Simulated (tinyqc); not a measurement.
From parabola to cone: four-band model of biased bilayer graphene near K.

Basis A1, B1, A2, B2, with B1 below A2; p = kx + i ky, v_j = (sqrt3/2) a g_j. Diagonal -U/2, -U/2, U/2, U/2; <A1|B1> = <A2|B2> = v0 p*, <B1|A2> = g1, <A1|B2> = v3 p, <A1|A2> = <B1|B2> = -v4 p*.

Parameters, chosen for this exercise (near those used for Bernal bilayer graphene; shifted at random, so the results belong to these values and not to a real crystal): a = 2.46 angstrom (lattice constant); g0 = 2.73 eV (hopping in a layer); g1 = 0.347 eV (hopping of the dimer sites); g3 = 0.23 eV (skew hopping A1-B2); g4 = 0.08 eV (skew hopping A1-A2).

U = 0, along kx. Parabola: v0^2 k^2/g1. Hyperbola: sqrt(g1^2/4 + v0^2 k^2) - g1/2. Then bands 3 and 2 of the full matrix for +kx and band 3 for -kx.

Energies (eV):

| k (1/angstrom) | parabola | hyperbola | band 3, +kx | band 2, +kx | band 3, -kx |
|---|---|---|---|---|---|
| 0.002 | 0.0004 | 0.0004 | 0.0006 | -0.0006 | 0.0014 |
| 0.005 | 0.0024 | 0.0024 | 0.0002 | 0.0001 | 0.0050 |
| 0.010 | 0.0097 | 0.0095 | 0.0053 | -0.0042 | 0.0148 |
| 0.020 | 0.0390 | 0.0354 | 0.0284 | -0.0245 | 0.0463 |
| 0.050 | 0.2437 | 0.1651 | 0.1542 | -0.1393 | 0.1910 |
| 0.080 | 0.6239 | 0.3231 | 0.3099 | -0.2841 | 0.3625 |
| 0.120 | 1.4038 | 0.5457 | 0.5298 | -0.4897 | 0.6024 |

Give the missing row, k (1/angstrom) = 0.030.

Computed row:
```
k (1/angstrom)  parabola  hyperbola  band 3, +kx  band 2, +kx  band 3, -kx
0.030             0.0877     0.0726       0.0638      -0.0564       0.0887
```

The parabola is 3 % above the hyperbola at 0.01 and a factor 2.57 at 0.12 1/angstrom, where the slope nears v0. g3 makes +kx and -kx differ, by 24.9 meV at 0.03, and g4 makes electrons and holes differ, |band 3| - |band 2| = +7.4 meV there. Without bias the bands touch in four small cones, one at K and three at k = g1 v3/v0^2 = 0.0050 1/angstrom from it; their pockets join near g1 (g3/g0)^2/4 = 0.6 meV.

Program tinyqc; command `OMP_NUM_THREADS=1 python tinyqc.py 1480720 1480721 out.jsonl`; about 0.03 s on one thread of a shared Intel(R) Xeon(R) Processor @ 2.30GHz.
